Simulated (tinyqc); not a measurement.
Floating body of a partially depleted SOI transistor: body voltage and kink: one step of the calculation.

Source at 0 V. Channel current Ic = 2 nf K Vt^2 [F(0) - F(Vd)](1 + la Vd), F(V) = ln^2(1 + exp((Vg - VT - nf V)/(2 nf Vt))), VT = VT0 - gb Vb. Saturation voltage Vs = 2 Vt sqrt(F(0)) + 3 Vt, excess Ve = (Vd - Vs + sqrt((Vd - Vs)^2 + 0.0004 V^2))/2, multiplication M1 = Ai Ve exp(-Bl/Ve). Each junction passes D(v) = J1 (exp(v/Vt) - 1) + J2 (exp(v/(2 Vt)) - 1). Bipolar current Ib = bb J1 (exp(Vb/Vt) - 1). The body settles where M1 (Ic + Ib) = D(Vb) + D(Vb - Vd) + Vb/Rb; drain current Id = (1 + M1)(Ic + Ib) - D(Vb - Vd).

Problem. New Vb. Current into the body I_in = M1 (Ic + Ib) - D(Vb - Vd), current out I_out = D(Vb) + Vb/Rb; f = ln(I_in/I_out), s = df/dVb by central differences over 1e-5 V, Vb(new) = Vb - f/s.

Inputs (values chosen for the exercise); values of the order met in partially depleted silicon-on-insulator transistors:

| symbol | value | unit | meaning |
|---|---|---|---|
| T | 330 | K | temperature |
| VT0 | 0.42 | V | threshold at zero body voltage |
| gb | 0.27 |  | fall of the threshold per volt of body voltage |
| nf | 1.48 |  | slope factor |
| K | 270 | uA/(V^2 um) | gain factor per width |
| la | 0.08 | 1/V | channel-length modulation factor |
| Ai | 2.1 | 1/V | impact-ionisation prefactor |
| Bl | 6.2 | V | impact-ionisation voltage |
| J1 | 4.2e-12 | uA/um | diffusion saturation current of each junction |
| J2 | 3e-7 | uA/um | recombination saturation current of each junction |
| bb | 1 |  | gain of the lateral bipolar transistor on the diffusion current |
| Rb | 30000 | kohm um | resistance of a weak body tie to the source (1e9 stands for no tie, and the term is then dropped) |
| Vg | 0.47 | V | gate voltage |
| Vd | 1.3 | V | drain voltage |

Constants: q = 1.602176634e-19 C, kB = 1.380649e-23 J/K, Vt = kB T/q. Results are converted to the units shown.

Vb after iteration 2 = 0.58598330 V

Find: Ic; Ve; M1; I_in; I_out; f; s; Vb after iteration 3.

Solution.

Ic = 4.6561 uA/um
Ve = 1.0695 V
M1 = 0.0068192
I_in = 0.031777 uA/um
I_out = 0.032216 uA/um
f = -0.013730
s = -8.7229 1/V
Vb after iteration 3 = 0.58441 V

Range of the model: The multiplication law is an empirical form chosen for the exercise; self-heating and capacitive coupling to the body are left out, and the linear laws are rough once Vb passes about 0.7 V or M1 about 0.1.

Program tinyqc, `OMP_NUM_THREADS=1 python tinyqc.py 2182096 2182097 out.jsonl`; Intel Xeon 2.30GHz, shared host, one thread, about 0.2 s.
